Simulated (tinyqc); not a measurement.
# Resistance of a source-drain extension with a graded tip, step by step

Numbers from tinyqc (`OMP_NUM_THREADS=1 python tinyqc.py 2282266 2282267 out.jsonl`; about 0.03 s on one thread of a shared Intel Xeon 2.30GHz). Printed values are rounded.

y runs along the channel, the gate covers y > 0. The doping is N0 for y < y0 and N0 10^(-(y - y0)/la) beyond, uniform over the depth xj. Sheet conductance s(y) = q mu(N) max(N - Nch, 0) xj + (for y > 0) ma Cox Vo, with mu(N) = u0 + (u1 - u0)/(1 + (N/Nr)^au) and Cox = eps0 eox/tox. Current is taken as one-dimensional; depletion of the tip, spreading and the contact are left out. The metallurgical junction lies at yj, where N = Nch.

Parameters, values chosen for the exercise; mobility law close to that of electrons in silicon:
- eox = 21.9 (relative permittivity of the gate insulator (close to hafnium oxide))
- tox = 6.9 nm (insulator thickness)
- N0 = 7.2e19 cm^-3 (active doping of the extension far from the gate)
- la = 2.6 nm/decade (lateral abruptness)
- y0 = 0.1 nm (position under the gate where the fall begins (gate edge at 0))
- xj = 15 nm (depth of the extension)
- Nch = 3e17 cm^-3 (channel doping)
- Vo = 0.89 V (gate overdrive)
- ma = 160 cm^2/(V s) (mobility of the gate-induced layer)
- u1 = 1414 cm^2/(V s) (mobility at low doping)
- u0 = 68.5 cm^2/(V s) (mobility at high doping)
- Nr = 9.2e16 cm^-3 (reference doping)
- au = 0.711 (exponent)
- Lg = 45 nm (gate length)

Constants: q = 1.602176634e-19 C, eps0 = 8.8541878128e-14 F/cm where lengths are in cm. Results are converted to the units shown.

## Sheet resistances and junction position

yj = y0 + la log10(N0/Nch); sheet resistance of the full extension 1/[q mu(N0)(N0 - Nch) xj] and of the gate-induced layer 1/(ma Cox Vo); metallurgical length Lg - 2 yj; ye is where the doped and the gate-induced conductances are equal.

yj = 6.288549 nm
sheet resistance of the extension = 723.7081 ohm/square
sheet resistance of the induced layer = 2498.885 ohm/square
metallurgical length = 32.42290 nm
ye = 1.742815 nm
N at ye = 1.680662e19 cm^-3

The gate takes over 4.55 nm before the junction, where N is still 56.0 times the channel doping.

## Resistance of the overlapped part

Midpoint rule on 10 equal steps from 0 to yj: R_ov = sum h/s(y), per width.

```
point     y (nm)    N (cm^-3)  doped conductance (uS)  sheet resistance (ohm/square)
0      0.3144275  5.954707e19                1165.606                       638.6576
1      0.9432824  3.411875e19                717.3246                       894.8521
2       1.572137  1.954906e19                451.7333                       1173.830
3       2.200992  1.120105e19                291.7427                       1445.251
4       2.829847  6.417875e18                192.9198                       1686.061
5       3.458702  3.677257e18                129.5517                       1887.754
6       4.087557  2.106962e18                86.66573                       2054.045
7       4.716412  1.207228e18                55.47752                       2194.638
8       5.345267  6.917070e17                30.82092                       2320.189
9       5.974122  3.963281e17                9.729968                       2439.569
```

R_ov = 10.524 ohm um

The exact integral is 10.523 ohm um; the coarse sum is within 0.01 % of it.
